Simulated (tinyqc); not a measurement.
p-n heterojunction, non-linear Poisson equation by Newton steps, Fermi-Dirac statistics: two steps of the calculation.

One dimension, material 1 (p-type) at x < 0 and material 2 (n-type) at x > 0. Band edges: Ec = -psi in material 1 and -psi + dEc in material 2, Ev = Ec - Eg. Flat quasi-Fermi levels: 0 for holes, +V for electrons. n = Nc F((EFn - Ec)/Vt), p = Nv F((Ev - EFp)/Vt), with F(eta) = F_1/2(eta) = (2/sqrt(pi)) int_0^infinity sqrt(u) du/(1 + exp(u - eta)) (Fermi-Dirac statistics); full ionisation, no interface charge, classical densities; the doping types are chosen for the exercise.

Inputs (values chosen for the exercise); band and dielectric values close to those of SiGe and Si:
```
symbol,value,unit,meaning
T,300,K,temperature
Eg1,0.924,eV,band gap of material 1
er1,13.1,,relative permittivity of material 1
Nc1,1.88e19,cm^-3,conduction-band density of states of material 1
Nv1,9.99e18,cm^-3,valence-band density of states of material 1
Eg2,1.14,eV,band gap of material 2
er2,11.6,,relative permittivity of material 2
Nc2,2.76e19,cm^-3,conduction-band density of states of material 2
Nv2,2.7e19,cm^-3,valence-band density of states of material 2
dEc,0.03,eV,conduction-band offset Ec2 - Ec1
N1,3e18,cm^-3,acceptor density of material 1
N2,3.5e16,cm^-3,donor density of material 2
V,0.18,V,bias of side 1 against side 2
```

Constants: q = 1.602176634e-19 C, kB = 1.380649e-23 J/K, Vt = kB T/q, eps0 = 8.8541878128e-14 F/cm where lengths are in cm. Results are converted to the units shown.

Task 1. Offsets and end potentials. dEv = Ev1 - Ev2 = Eg2 - Eg1 - dEc. Neutrality of the majority carriers far from the junction: Nv1 F((-psi_L - Eg1)/Vt) = N1 and Nc2 F((V + psi_R - dEc)/Vt) = N2. Total bending psi_R - psi_L.

Give: dEv; psi_L; psi_R; psi_R - psi_L.

Result 1.

dEv = 0.18600 eV
psi_L = -0.89563 V
psi_R = -0.32243 V
psi_R - psi_L = 0.57321 V

The alignment is straddling (type I): dEc and dEv have the same sign.

Task 2. Check against the first integral. Exact first integral: on each side D^2/(2 eps0 er) = G, G = q [Vt (nI_j - nI_b) + Vt (pI_j - pI_b) - C (psi_j - psi_b)], with C = -N1 or +N2, b the neutral end of that side, and nI, pI the densities with F_1/2 replaced by F_3/2(eta) = (4/(3 sqrt(pi))) int_0^infinity u^(3/2) du/(1 + exp(u - eta)). D is continuous, so er1 G1(psi_j) = er2 G2(psi_j) fixes psi_j. Ends from Nv1 F((-psi_L - Eg1)/Vt) = N1 and Nc2 F((V + psi_R - dEc)/Vt) = N2. D is counted positive when psi rises towards material 2.

Find: psi_j; D; psi_j - psi_L; psi_R - psi_j; Ec1 - EFn at the interface; Ec2 - EFn at the interface.

Result 2.

psi_j = -0.87607 V
D = 78.144 nC/cm^2
psi_j - psi_L = 0.019566 V
psi_R - psi_j = 0.55364 V
Ec1 - EFn at the interface = 0.69607 eV
Ec2 - EFn at the interface = 0.72607 eV

Material 2 takes 96.6 % of the bending.

Computed by the program tinyqc: `OMP_NUM_THREADS=1 python tinyqc.py 2040112 2040113 out.jsonl`, one thread of a shared Intel Xeon 2.30GHz, about 0.2 s for the whole run.
